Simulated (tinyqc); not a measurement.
Modulation-doped quantum well, Poisson-Schroedinger loop: one step of the calculation.

A well of width L centred at z = 0 between barriers Vb; effective-mass electrons, parabolic bands. The electrons come from donor sheets outside the mesh, a share fL of Ns on the left and the rest on the right, so the structure is neutral. Energies are counted from the band edge of the well, with U = 0 on the first node in the Hartree part.

Task. Levels and probability densities. Tridiagonal Hamiltonian with psi = 0 one step beyond both ends: H_ii = C (1/m_(i-1/2) + 1/m_(i+1/2))/hz^2 + V0_i + U_i, H_(i,i+1) = -C/(m_(i+1/2) hz^2), C = hbar^2/(2 m0). The lowest 2 level(s) are kept, normalised to hz sum |psi|^2 = 1.

Parameters, values chosen for the exercise: mesh step hz = 2.6 nm.

Constants: q = 1.602176634e-19 C, hbar = 1.054571817e-34 J s, m0 = 9.1093837015e-31 kg, hbar^2/(2 m0) = 0.0380998212 eV nm^2. Results are converted to the units shown.

```
node  fixed potential V0 (eV)  self-consistent potential U at the start (eV)
1                  0.17492000                                              0
2                  0.18636000                                              0
3                  0.19780000                                              0
4                  0.20924000                                              0
5                 -0.03432000                                              0
6                 -0.02288000                                              0
7                 -0.01144000                                              0
8                  0.00000000                                              0
9                  0.01144000                                              0
10                 0.02288000                                              0
11                 0.03432000                                              0
12                 0.30076000                                              0
13                 0.31220000                                              0
14                 0.32364000                                              0
15                 0.33508000                                              0
```

mass on the intervals 1/2, 3/2, ... (mean of both at an interface) (m0): 0.0926  0.0926  0.0926  0.0926  0.0803  0.068  0.068  0.068  0.068  0.068  0.068  0.0803  0.0926  0.0926  0.0926  0.0926

Give: levels; |psi|^2 of E1; |psi|^2 of E2.

Result.

levels (eV): E1 0.001082, E2 0.042355

```
node  |psi|^2 of E1 (1/nm)  |psi|^2 of E2 (1/nm)
1                  0.00000               0.00000
2                  0.00001               0.00001
3                  0.00014               0.00023
4                  0.00361               0.00436
5                  0.07838               0.07134
6                  0.12013               0.03620
7                  0.09799               0.00132
8                  0.05390               0.05728
9                  0.02198               0.10242
10                 0.00687               0.07917
11                 0.00155               0.03118
12                 0.00004               0.00107
13                 0.00000               0.00003
14                 0.00000               0.00000
15                 0.00000               0.00000
```

tinyqc, about 0.2 s, one thread, Intel Xeon 2.30GHz (shared host): `OMP_NUM_THREADS=1 python tinyqc.py 2140128 2140129 out.jsonl`
